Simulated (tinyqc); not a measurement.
Cluster expansion of a binary alloy: correlations, fit, cross-validation and ground states. Changing the noise amplitude. Computed by tinyqc, a small Python program. Command: `OMP_NUM_THREADS=1 python tinyqc.py 3007712 3007713 out.jsonl clex sweep`. One thread of a shared host (Intel(R) Xeon(R) Processor @ 2.30GHz), about 0.03 s of CPU time with the checks.

s = +1 for A and -1 for B. Energy per site E = J0 + J1 P(point) + sum over clusters of m V P, with P the mean product of spins; V > 0 on a pair favours unlike neighbours. Clusters per site m: pair 1 4, pair 2 3, pair 3 6, triplet 12; the triplet is two first-neighbour bonds closed by a second-neighbour bond. Formation energies are counted from the line between pure A and pure B, which removes J0 and J1.

Inputs (values chosen for the exercise, for a model alloy):
```
quantity                    value  unit
first-pair interaction V1    24.5   meV
second-pair interaction V2    7.8   meV
third-pair interaction V3     1.4   meV
triplet interaction Vt       -5.8   meV
```

Lattice: bcc.

correlations P, counted on periodic cells:
```
                      point     pair 1     pair 2     pair 3    triplet
A                  1.000000   1.000000   1.000000   1.000000   1.000000
A3B D0_3           0.500000   0.000000   0.000000   1.000000  -0.500000
A3B (001) layers   0.500000   0.000000   0.666667   0.333333   0.166667
A2B C11_b          0.333333  -0.333333   0.555556   0.111111  -0.111111
AB B2              0.000000  -1.000000   1.000000   1.000000   0.000000
AB B32             0.000000   0.000000  -1.000000   1.000000   0.000000
A2B2 B11           0.000000   0.000000   0.333333  -0.333333   0.000000
AB (110) layers    0.000000   0.000000  -0.333333  -0.333333   0.000000
AB2 C11_b         -0.333333  -0.333333   0.555556   0.111111   0.111111
AB3 D0_3          -0.500000   0.000000   0.000000   1.000000   0.500000
AB3 (001) layers  -0.500000   0.000000   0.666667   0.333333  -0.166667
B                 -1.000000   1.000000   1.000000   1.000000  -1.000000
```

standard normal numbers for the noise (0 for the pure ends): A 0.000, A3B D0_3 0.844, A3B (001) layers 1.100, A2B C11_b -0.894, AB B2 -0.443, AB B32 1.937, A2B2 B11 1.145, AB (110) layers 0.433, AB2 C11_b -2.393, AB3 D0_3 -0.532, AB3 (001) layers -0.463, B 0.000

Method:
- Design matrix of formation energies: m (P - 1) for pairs and m (P(triplet) - P(point)) for the triplet; x = (1 - P(point))/2.
- Exact: X V with V = (V1, V2, V3, Vt). The data to fit add the noise amplitude times the normal numbers, standing for what the clusters leave out.
- Leave out pair 3: A = X^T X and b = X^T E (E being the data with noise) over these three columns; solve A V = b. The root-mean-square error runs over the structures between the pure ends.
- For each set, H = X (X^T X)^-1 X^T over the structures between the ends; residual e = E - H E; leave-one-out error e_i/(1 - H_ii); both as root mean squares.

One run for each value; columns: (1) noise amplitude (meV/site); (2) leave-one-out error without pair 3 (meV/site); (3) leave-one-out error with all four (meV/site); (4) root-mean-square error of the three-cluster fit (meV/site):
```
(1)       (2)     (3)     (4)
0.24    7.848   0.332   4.770
0.47    7.943   0.649   4.803
0.91    8.147   1.257   4.886
1.80    8.638   2.487   5.132
3.40    9.740   4.697   5.794
6.60   12.501   9.118   7.667
13.00  19.046  17.959  12.342
24.00  31.276  33.155  21.151
```

Describe and explain the trends.

Over the rows, leave-one-out error without pair 3 (meV/site) rises from 7.85 to 31.3 (exponent d ln y / d ln x 0.018 between the first rows and 0.81 between the last); leave-one-out error with all four (meV/site) rises from 0.332 to 33.2 (exponent d ln y / d ln x about 1.00 throughout); root-mean-square error of the three-cluster fit (meV/site) rises from 4.77 to 21.2 (exponent d ln y / d ln x 0.010 between the first rows and 0.88 between the last). With all four clusters the error is pure noise and scales with it. Leaving out pair 3 leaves a floor set by V3 once the noise is small enough, but predicts better from a noise of 24 meV on.
